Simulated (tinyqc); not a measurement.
# Changing the time t

Model: Cabrera-Mott growth of a thin oxide under its own electric field. Computed by tinyqc, a small Python program. Command: `OMP_NUM_THREADS=1 python tinyqc.py 3008201 3008202 out.jsonl cabrera sweep`. One thread of a shared host (Intel(R) Xeon(R) Processor @ 2.30GHz), about 0.04 s of CPU time with the checks.

Electrons cross the film freely and set a fixed potential V across it; the field V/x lowers the barrier for ions entering the oxide.

Inputs (values chosen for the exercise, for a model metal):
```
quantity                     value        unit
barrier W                     1.67          eV
Mott potential V               1.3           V
ion charge number z              2           -
half jump distance b           1.6    angstrom
prefactor u0 = N Omega nu  1.4e+12  angstrom/s
temperature T                  550           K
starting thickness x0            4    angstrom
```

Backward hops: ignored.

Constants: k_B = 8.617333262e-05 eV/K.

Method. u = u0 exp(-W/(k_B T)), X1 = z b V/(k_B T) with V in volts and k_B T in eV; dx/dt = u exp(X1/x). t(x) = int_(x0)^x dx / (dx/dt) by Gauss-Legendre quadrature (80 points on each side of (x0 + 2 x)/3), solved for x.

One run for each value:
```
time t (s)  thickness x (angstrom)  rate at time t (angstrom/s)  field at time t (MV/cm)
1.00e+00                1.1708e+01                   1.2569e+00               1.1103e+01
1.00e+01                1.5425e+01                   2.0645e-01               8.4280e+00
1.00e+02                2.1919e+01                   3.8245e-02               5.9308e+00
1.00e+03                3.5138e+01                   8.4794e-03               3.6997e+00
1.00e+04                6.9189e+01                   2.4801e-03               1.8789e+00
1.00e+05                1.9547e+02                   1.0928e-03               6.6508e-01
1.00e+06                9.4740e+02                   7.6518e-04               1.3722e-01
1.00e+07                7.4016e+03                   7.0580e-04               1.7564e-02
1.00e+08                7.0371e+04                   6.9835e-04               1.8473e-03
```

Over the rows, thickness x (angstrom) rises from 11.7 to 70400 (exponent d ln y / d ln x 0.12 between the first rows and 0.98 between the last); rate at time t (angstrom/s) falls from 1.26 to 6.98e-4 (exponent d ln y / d ln x -0.78 between the first rows and -0.0046 between the last); field at time t (MV/cm) falls from 11.1 to 0.00185 (exponent d ln y / d ln x -0.12 between the first rows and -0.98 between the last).

Caution (all rows): the starting field or rate is formal: the first layers form as fast as oxygen arrives. Caution (rows 10000, 100000, 1.00e6, 1.00e7, 1.00e8): X1/x is small, so backward hops, left out here, would cut the rate. Caution (rows 100000, 1.00e6, 1.00e7, 1.00e8): electrons tunnel only through a few nanometres, so beyond about 10 nm a fixed Mott potential is doubtful.
